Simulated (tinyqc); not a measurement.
Core-level spacing from the offsets.

Problem. For an overlayer B on a substrate A, dEv = (iB - iA) - (cB - vB) + (cA - vA) in binding energies, and dEc + dEv = EgB - EgA. Find dEv and the spacing iB - iA that a thin film must show.

Values chosen for this exercise:
```
symbol  value  unit                 meaning
EgA      1.12    eV  gap of the substrate A
EgB      5.24    eV  gap of the overlayer B
```

dEc = 2.1842891 eV
cA - vA = 78.605711 eV
cB - vB = 70.63 eV

Solution. The gaps give dEv, and the Kraut relation is solved for the spacing.

dEv = 1.9357 eV
iB - iA = -6.0400 eV

Numbers from tinyqc (`OMP_NUM_THREADS=1 python tinyqc.py 2410004 2410005 out.jsonl`; about 0.01 s on one thread of a shared Intel Xeon 2.30GHz).
